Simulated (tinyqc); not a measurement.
Threshold-voltage variability of a planar MOSFET, analytic estimates: effect of the gate length.

Three independent sources add in quadrature: random dopants in the depleted layer, metal-gate grains of two orientations, and roughness of the two gate edges acting through the roll-off VT = VT(long) - Vr exp(-L/l). These are first-order estimates: no three-dimensional electrostatics, no percolation.

ni = sqrt(Nc Nv) exp(-Eg/(2 Vt)), Eg in volts; Cox = 3.9 eps0/ti; Wd = sqrt(4 eps0 eps_r Vt ln(Na/ni)/(q Na)); dopants: s1 = (q/Cox) sqrt(Na Wd/(3 L W)). Grains: Ng = L W/G^2 (at least 1), s2 = dW sqrt(p (1 - p)/Ng). Edges, with exponential correlation and u = W/La: the mean gate length has sL^2 = 2 De^2 (2/u)[1 - (1 - exp(-u))/u]; s3 = sL (Vr/l) exp(-L/l). s = sqrt(s1^2 + s2^2 + s3^2). l and Vr are held fixed.

Values chosen for this exercise; material values close to those of germanium: temperature T = 300 K; band gap Eg = 0.649 eV; relative permittivity of the semiconductor eps_r = 15.9; conduction-band density of states at T Nc = 1.02e19 cm^-3; valence-band density of states at T Nv = 6.03e18 cm^-3; channel doping Na = 3.5e17 cm^-3; oxide-equivalent thickness in inversion ti = 1.8 nm; gate width W = 240 nm; metal grain size G = 4 nm; work-function difference of the two grain orientations dW = 0.3 eV; share of the orientation of higher work function p = 0.4; rms roughness of one gate edge De = 1.6 nm; correlation length of the roughness La = 30 nm; decay length of the threshold roll-off l = 16 nm; prefactor of the roll-off Vr = 1.7 V.

Constants: q = 1.602176634e-19 C, kB = 1.380649e-23 J/K, Vt = kB T/q, eps0 = 8.8541878128e-14 F/cm where lengths are in cm. Results are converted to the units shown.

Result of one run:

| L (nm) | s1 (mV) | s2 (mV) | s3 (mV) | s (mV) | s sqrt(L W) (mV um) |
|---|---|---|---|---|---|
| 54 | 5.576 | 5.164 | 3.848 | 8.518 | 0.9697 |

What becomes of these results when the gate length L is changed from 54 to 110 nm, all else the same?

Result of the changed run:

| L (nm) | s1 (mV) | s2 (mV) | s3 (mV) | s (mV) | s sqrt(L W) (mV um) |
|---|---|---|---|---|---|
| 110 | 3.907 | 3.618 | 0.1162 | 5.326 | 0.8654 |

The whole series:

| L (nm) | s1 (mV) | s2 (mV) | s3 (mV) | s (mV) | s sqrt(L W) (mV um) |
|---|---|---|---|---|---|
| 54 | 5.576 | 5.164 | 3.848 | 8.518 | 0.9697 |
| 65 | 5.082 | 4.707 | 1.935 | 7.192 | 0.8983 |
| 78 | 4.639 | 4.297 | 0.8585 | 6.381 | 0.8731 |
| 94 | 4.226 | 3.914 | 0.3158 | 5.769 | 0.8665 |
| 110 | 3.907 | 3.618 | 0.1162 | 5.326 | 0.8654 |
| 140 | 3.463 | 3.207 | 0.01782 | 4.720 | 0.8652 |
| 160 | 3.239 | 3.000 | 0.005105 | 4.415 | 0.8652 |
| 200 | 2.897 | 2.683 | 4.191e-4 | 3.949 | 0.8652 |

As L goes from 54 to 200 nm, s falls from 8.52 to 3.95 mV. The dopants are the largest source in the first and the last row. The product s sqrt(L W) falls from 0.970 to 0.865 mV um: s1 and s2 go as 1/sqrt(L W), so the change comes from s3 alone.

tinyqc, about 0.01 s, one thread, Intel Xeon 2.30GHz (shared host): `OMP_NUM_THREADS=1 python tinyqc.py 2090089 2090090 out.jsonl`
